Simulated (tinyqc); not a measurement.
# Fully depleted semiconductor-on-insulator film with two gates, non-linear Poisson equation by Newton steps: effects of single changes

One dimension across the film, front interface at x = 0, back interface at x = ts. psi is counted from the intrinsic level, n = ni exp(psi/Vt) (source grounded), holes neglected, acceptors ionised. Gates act through Cox = eps0 eox/tox and Cbox = 3.9 eps0/tb with potentials G1 = Vg - (phiM - chi - Vt ln(Nc/ni)) and G2 = Vb - (phiB - chi - Vt ln(Nc/ni)). Classical Boltzmann densities, no interface charge, no depletion in the back plane.

Inputs (values chosen for the exercise); band and dielectric values close to those of germanium:
- T = 300 K (temperature)
- Eg = 0.671 eV (band gap)
- eps_r = 16 (relative permittivity)
- Nc = 1.04e19 cm^-3 (conduction-band density of states at T)
- Nv = 5.88e18 cm^-3 (valence-band density of states at T)
- chi = 3.98 eV (electron affinity)
- eox = 9.16 (relative permittivity of the gate insulator (close to aluminium oxide))
- tox = 2.6 nm (insulator thickness)
- ts = 6.9 nm (film thickness)
- tb = 95 nm (buried-oxide thickness (eps_r 3.9))
- Na = 1e15 cm^-3 (acceptor density of the film)
- phiM = 4.66 eV (work function of the front gate)
- phiB = 4.03 eV (work function of the back plane)
- Vb = 0 V (back-gate voltage)

Constants: q = 1.602176634e-19 C, kB = 1.380649e-23 J/K, Vt = kB T/q, eps0 = 8.8541878128e-14 F/cm where lengths are in cm. Results are converted to the units shown.

Each table varies one quantity; the others keep the values above.

## Charge against front-gate voltage

ni = sqrt(Nc Nv) exp(-Eg/(2 Vt)), Eg in volts. The Poisson equation eps0 eps_r d2psi/dx2 = q (n + Na), with -eps0 eps_r dpsi/dx = Cox (G1 - psi) at x = 0 and eps0 eps_r dpsi/dx = Cbox (G2 - psi) at x = ts, is solved on 300 equal intervals with half boxes at both ends; N_inv is the trapezoid sum of n. Swing = ln 10/(d ln N_inv/dVg); the last column is (dN_inv/dVb)/(dN_inv/dVg).

Charge against front-gate voltage:

| Vg (V) | psi front (V) | psi back (V) | N_inv (cm^-2) | centroid/ts | swing (mV/decade) | q dN_inv/dVg over Cox | back/front leverage |
|---|---|---|---|---|---|---|---|
| 0.18 | -0.152 | -0.144 | 4.05e4 | 0.525 | 60.8 | 7.88e-8 | 0.0208 |
| 0.33 | -0.00377 | 0.00137 | 1.19e7 | 0.517 | 60.8 | 2.32e-5 | 0.0206 |
| 0.48 | 0.144 | 0.147 | 3.48e9 | 0.508 | 61.4 | 0.00670 | 0.0205 |
| 0.63 | 0.274 | 0.262 | 3.67e11 | 0.459 | 122 | 0.356 | 0.0189 |
| 0.78 | 0.342 | 0.290 | 1.97e12 | 0.333 | 340 | 0.686 | 0.0155 |
| 0.93 | 0.378 | 0.297 | 4.19e12 | 0.247 | 610 | 0.812 | 0.0139 |
| 1.08 | 0.401 | 0.300 | 6.65e12 | 0.195 | 904 | 0.871 | 0.0131 |
| 1.23 | 0.418 | 0.301 | 9.25e12 | 0.162 | 1.21e3 | 0.903 | 0.0127 |
| 1.38 | 0.431 | 0.302 | 1.19e13 | 0.139 | 1.53e3 | 0.923 | 0.0125 |

What does the comparison show?

N_inv passes 1e11 cm^-2 at Vg = 0.576 V. The swing starts at 60.8 mV a decade, against (1 + k) Vt ln 10 = 60.2 for a front channel with k = Cs Cbox/(Cox (Cs + Cbox)) = 0.0114, Cs = eps0 eps_r/ts; above threshold this column is no longer a subthreshold swing. The centroid falls from 0.525 to 0.139 of ts and the leverage of the back gate falls from 0.0208 to 0.0125. For Vg = 0.78, 0.93, 1.08, 1.23, 1.38 the density at an interface exceeds 0.3 Nc, where Boltzmann statistics fail. For Vg = 0.78, 0.93, 1.08, 1.23, 1.38 the classical centroid lies within 3 nm of an interface, where confinement, left out, would push it away.

## Threshold and coupling against the acceptor density of the film

VT is the Vg for N_inv = 1e11 cm^-2; -dVT/dVb from the linearised equation. Limits with Cs = eps0 eps_r/ts: front channel Cs Cbox/(Cox (Cs + Cbox)), back channel Cbox (Cox + Cs)/(Cox Cs). Swing at N_inv = 1e8 cm^-2.

The same in every row: front-channel limit = 0.0114; back-channel limit = 0.0294.

Results:

| Na (cm^-3) | VT (V) | centroid/ts at VT | -dVT/dVb | swing (mV/decade) |
|---|---|---|---|---|
| 1e15 | 0.576 | 0.491 | 0.0200 | 60.8 |
| 3e15 | 0.576 | 0.491 | 0.0200 | 60.8 |
| 9e15 | 0.576 | 0.490 | 0.0199 | 60.8 |
| 3e16 | 0.578 | 0.489 | 0.0199 | 60.8 |
| 2e17 | 0.586 | 0.474 | 0.0197 | 60.7 |
| 7e17 | 0.612 | 0.430 | 0.0189 | 60.7 |
| 2e18 | 0.676 | 0.314 | 0.0169 | 60.6 |

Estimate the missing row, Na = 8e16 cm^-3.

Computed row:

| Na (cm^-3) | VT (V) | centroid/ts at VT | -dVT/dVb | swing (mV/decade) |
|---|---|---|---|---|
| 8e16 | 0.580 | 0.484 | 0.0198 | 60.8 |

With this row back in the table: As Na goes from 1e15 to 2e18, VT rises from 0.576 to 0.676 V, the centroid falls from 0.491 to 0.314 of ts and -dVT/dVb falls from 0.0200 to 0.0169. The coupling covers 47.5 % of the way from the front-channel to the back-channel limit in the first row and 30.3 % in the last.

Range of the model: In so thin a film or at such density quantum confinement moves the charge away from the interfaces and raises the threshold.

Computed by the program tinyqc: `OMP_NUM_THREADS=1 python tinyqc.py 2190077 2190078 out.jsonl`, one thread of a shared Intel Xeon 2.30GHz, about 0.4 s for the whole run.
